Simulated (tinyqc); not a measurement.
# From width/f_B back to density rho_2

Model: longitudinal sound in a periodic multilayer: transfer matrices, stop bands and folded phonons. Computed by tinyqc, a small Python program. Command: `OMP_NUM_THREADS=1 python tinyqc.py 3028519 3028520 out.jsonl multilayer inv`. One thread of a shared host (Intel(R) Xeon(R) Processor @ 2.30GHz), about 0.02 s of CPU time with the checks.

Layers 1 and 2 repeat with period d = d_1 + d_2; waves travel normal to the layers, without loss. State vector (u, s): displacement u and stress divided by omega. Impedances Z = rho v are in 1e6 kg/(m^2 s).

Inputs (values chosen for the exercise, modelled on copper (layer 1), tantalum (layer 2) and silica (substrate)):

| quantity | value | unit |
|---|---|---|
| density rho_1 | 9.05 | g/cm^3 |
| velocity v_1 | 4780 | m/s |
| thickness d_1 | 25.1 | nm |
| velocity v_2 | 4080 | m/s |
| thickness d_2 | 26.5 | nm |
| substrate density | 2.21 | g/cm^3 |
| substrate velocity | 6000 | m/s |
| periods N | 5 | - |

Method:
- Z = rho v; interface reflection r = (Z_2 - Z_1)/(Z_2 + Z_1) (stress amplitude, from 1 into 2); Bragg frequency f_B = 1/[2 (d_1/v_1 + d_2/v_2)]; long-wave velocity v_eff = d/sqrt[(d_1/v_1)^2 + (d_2/v_2)^2 + (Z_1/Z_2 + Z_2/Z_1)(d_1/v_1)(d_2/v_2)].
- A layer maps (u, s) by [[cos p, sin p/Z], [-Z sin p, cos p]], p = 2 pi f d_i/v_i; one period is M = M_2 M_1, and cos(q d) = trace(M)/2.
- For N periods A = M^N. A wave comes from a thick layer of material 1 and leaves into the substrate (Z_s): transmitted power T = 4 Z_1 Z_s/|Z_1 A_22 + Z_s A_11 - i (Z_1 Z_s A_12 - A_21)|^2, reflected power R = 1 - T.
- Gap m contains m f_B; its edges, where trace(M)/2 = (-1)^m, are found by root search. Weak-contrast estimate of the width: (4 f_B/pi) |r sin(m pi a)|, a = (d_1/v_1)/(d_1/v_1 + d_2/v_2).

Question. A run gave the result below. Find the density rho_2, known to lie between 13 and 22 g/cm^3.

width/f_B = 22.52588 %

Answer.

Each step takes the trial c = (a f_b - b f_a)/(f_b - f_a), f being the result less the target and a, b, c the logarithms of the listed values; c replaces end b, the old b replaces a if the sign of f changed, and otherwise f_a is halved.

Scan of the range:

| density rho_2 (g/cm^3) | width/f_B (%) |
|---|---|
| 13.0 | 12.7744 |
| 14.2 | 18.2724 |
| 15.5 | 23.6904 |
| 16.9 | 28.9929 |
| 18.5 | 34.4803 |
| 20.2 | 39.7453 |
| 22.0 | 44.7848 |

False position (Illinois rule, in the logarithm of the input) inside the bracket:

| step | end a | end b | trial | width/f_B (%) |
|---|---|---|---|---|
| 1 | 14.2000 | 15.5000 | 15.2109 | 22.5295 |
| 2 | 14.2000 | 15.2109 | 15.2091 | 22.5223 |
| 3 | 15.2109 | 15.2091 | 15.2100 | 22.5259 |

width/f_B rises at every point of a 13-point scan of the range (every second point is shown), so one value fits; it is bracketed by 14.2 and 15.5. Answer: density rho_2 = 15.21 g/cm^3.
